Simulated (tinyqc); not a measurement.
Conduction-band anticrossing with a localised impurity level: one step. The levels at one k.

Host conduction band EM(k) = Eg - al x + c k^2/mM, c = hbar^2/2m0, coupled to a flat level EI by V = C sqrt(x): H = [[EM, V], [V, EI]], E+/- = (EM + EI)/2 +/- sqrt((EM - EI)^2/4 + V^2). The host weight of a state at E is f = 1/(1 + V^2/(E - EI)^2), and its mass at k = 0 is mM/f. The gap is E-(0), the valence top staying at 0.

Constants: hbar^2/2m0 = 3.80998211 eV angstrom^2.

Values chosen for the exercise (host near GaAs; shifted at random, so the results belong to these values and not to a real crystal):
- Eg = 1.539 eV (gap at Gamma to the s-like level)
- mM = 0.0675 m0 (mass of the host band)
- EI = 1.767 eV (impurity level, from the valence top of the host)
- C = 3.16 eV (coupling)
- al = 1.06 eV (linear shift of the host edge)
- x = 0.012 (impurity fraction)
- k = 0.005 1/angstrom (wave vector)

Question. Fill in the matrix and give levels and weights.

Give: H; E-, E+; host weights.

Answer.

H (eV):
```
            host  impurity
host      1.5277    0.3462
impurity  0.3462    1.7670
```

E-, E+ (eV): 1.2811  2.0136

host weights: 0.6633  0.3367

Program tinyqc; command `OMP_NUM_THREADS=1 python tinyqc.py 1080077 1080078 out.jsonl`; about 0.01 s on one thread of a shared Intel(R) Xeon(R) Processor @ 2.30GHz.
